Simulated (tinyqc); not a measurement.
Worked calculation: solubility, supersaturation, precipitation and gettering of an impurity in a silicon-like host. Computed by tinyqc, a small Python program that keeps every step. Command: `OMP_NUM_THREADS=1 python tinyqc.py 3014667 3014668 out.jsonl ripen walk`. One thread of a shared host (Intel(R) Xeon(R) Processor @ 2.30GHz), about 0.01 s of CPU time with the checks. Intermediate numbers are printed to about 5 digits and carried at full precision; extremes and crossings named in words are read from the listed rows.

The wafer was saturated at T1 and is then held at T.

Inputs (values chosen for the exercise, modelled on iron in silicon):
```
quantity                                   value        unit
site density N0                            5e+22      1/cm^3
enthalpy of solution H                      2.97          eV
entropy of solution S                          9         k_B
diffusion prefactor D0                    0.0011      cm^2/s
migration energy Q                         0.683          eV
temperature of saturation T1                1250           K
anneal temperature T                        1036           K
sink density n                           1.2e+08      1/cm^3
initial sink radius r0                        26          nm
impurity density in the precipitate C_p  2.1e+22      1/cm^3
interface energy gamma                       0.5       J/m^2
anneal time t                                140           s
wafer thickness w                            625  micrometre
```

Gettering: relaxation gettering at sinks.

Constants: k_B = 8.617333262e-05 eV/K; k_B = 1.380649e-23 J/K.

## Solubility, diffusivity, supersaturation

C_eq(T) = N0 exp(S/k_B - H/(k_B T)); D(T) = D0 exp(-Q/(k_B T)); C0 = C_eq(T1). Supersaturation s = C0/C_eq(T); critical radius r* = 2 gamma/(C_p k_B T ln s); barrier W* = (4 pi/3) gamma r*^2. Strain energy is left out.

C0 = 4.2964e+14 1/cm^3

C_eq(T) = 1.4441e+12 1/cm^3

D(T) = 5.2340e-07 cm^2/s

supersaturation s = 297.51

critical radius r* = 0.58453 nm

W*/(k_B T) = 50.031

Sinks of radius r0 are above r* and grow.

## Ham's law for sinks of fixed radius

tau0 = 1/(4 pi n r0 D); C_fixed(t) = C_eq + (C0 - C_eq) exp(-t/tau0). If all excess precipitates, the final radius is r_f = [r0^3 + 3 (C0 - C_eq)/(4 pi n C_p)]^(1/3), with tau_f = 1/(4 pi n r_f D).

tau0 = 487.30 s

C_fixed(t) = 3.2272e+14 1/cm^3

final radius r_f = 38.740 nm

tau_f = 327.05 s

The sinks grow 1.5 times, so the fixed radius underrates the later rate.

## Growing precipitates

Growing sinks: with y = r/r_f and y0 = r0/r_f, dy/dt = (1 - y^3)/(3 tau_f y), which integrates to t/tau_f = F(y) - F(y0), F(y) = (1/2) ln[(1 + y + y^2)/(1 - y)^2] - sqrt(3) arctan[(2y + 1)/sqrt(3)]; the share of the excess left is (1 - y^3)/(1 - y0^3), and C(t) = C_eq + (C0 - C_eq) x share.

radius at t = 30.553 nm

share of the excess left = 0.73020

C(t) with growing sinks = 3.1411e+14 1/cm^3

27.0 % of the excess has precipitated.

## Denuded zone

Near a surface held at C_eq(T) the excess decays by out-diffusion over sqrt(D t) and by capture over L_s = sqrt(D tau_f) = (4 pi n r_f)^(-1/2); the shorter length sets the depth from which the surface draws.

sqrt(D t) = 85.602 micrometre

capture length L_s = 130.83 micrometre

L_s/w = 0.20934

In the time given a surface draws only from within about sqrt(D t), which is shorter than L_s; in a longer anneal the sinks would keep this depth to about L_s.

## The best anneal temperature for the time t

C_eq(T) = N0 exp(S/k_B - H/(k_B T)); D(T) = D0 exp(-Q/(k_B T)); C0 = C_eq(T1). r_f = [r0^3 + 3 (C0 - C_eq)/(4 pi n C_p)]^(1/3), tau_f = 1/(4 pi n r_f D).

Dissolved share after t:
```
T (K)     C_eq/C0   tau_f (s)  C(t)/C0
562    2.1918e-15  2.0729e+05  0.99955
650    8.8431e-12  3.0716e+04  0.99694
750    1.0399e-08  6.0433e+03  0.98449
850    2.3170e-06  1.7431e+03  0.94654
950    1.6541e-04  6.5323e+02  0.85980
1050   5.2377e-03  2.9546e+02  0.70563
1138   6.6296e-02  1.6724e+02  0.54970
1200   3.1700e-01  1.2486e+02  0.58379
```

The lowest dissolved share among these rows is 0.55 at 1138 K. Above it solubility sets the floor; below it diffusion is too slow for this time. Solubility falls with H = 2.97 eV and diffusion with Q = 0.683 eV.

Checks made by the program: radius against numerical integration (relative difference below 1e-10).
